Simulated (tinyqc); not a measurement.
Geometry optimisation on the UHF/sto-3g surface (energies and gradients from PySCF), for H4, spin multiplicity 3, step by step. Computed by tinyqc, a small Python program that keeps every step (integrals from PySCF). Settings: charge = 0, multiplicity = 3, basis = sto-3g, optimiser = bfgs, first Hessian = 0.15, largest step = 0.3, iteration cap = 30. Command: `OMP_NUM_THREADS=1 python tinyqc.py 27962 27963 out.jsonl` (the two numbers bound the seeds that draw the settings). One thread of a shared host (Intel(R) Xeon(R) Processor @ 2.60GHz), about 2 s of CPU time with the checks.

positions at the start (bohr), order 1H, 2H, 3H, 4H:
$$\begin{pmatrix}
0.0491 & 0.0869 & 0.0472 \\
-0.0076 & 0.0510 & 1.4267 \\
0.1058 & 2.2280 & 0.0491 \\
0.0661 & 2.0598 & 1.4721
\end{pmatrix}$$

Stop when the largest gradient component is below 3e-5 hartree/bohr. The inverse Hessian follows the BFGS update with s = step, y = change of gradient.

Course of the optimisation:
```
step  E (hartree)  largest gradient (hartree/bohr)
1       -1.731150                         3.01e-01
2       -1.841983                         1.35e-01
3       -1.889181                         1.16e-01
4       -1.929754                         8.34e-02
5       -1.959720                         6.71e-02
6       -1.984507                         8.03e-02
7       -2.004625                         7.45e-02
8       -2.019653                         6.02e-02
9       -2.030237                         4.27e-02
10      -2.037401                         2.48e-02
11      -2.042087                         9.11e-03
12      -2.045104                         5.50e-03
13      -2.047085                         8.78e-03
14      -2.048426                         8.31e-03
15      -2.049320                         4.31e-03
16      -2.049866                         9.20e-04
17      -2.050180                         3.71e-03
18      -2.050375                         4.01e-03
19      -2.050501                         2.51e-03
20      -2.050576                         1.03e-03
21      -2.050617                         5.16e-04
22      -2.050641                         5.05e-04
23      -2.050654                         4.52e-04
24      -2.050661                         3.51e-04
25      -2.050665                         2.82e-04
26      -2.050667                         2.08e-04
27      -2.050668                         1.64e-04
28      -2.050669                         8.95e-05
29      -2.050669                         1.62e-04
30      -2.050669                         1.36e-04
```

Can the last value be used, and what does the course show?

Not by the stop rule, although the second column moves by less than 1e-06 over the last three steps. Not converged within 30 steps: the energy falls at every step, but slowly. Reruns: method bfgs, first Hessian 0.6, largest step 0.3: not converged.
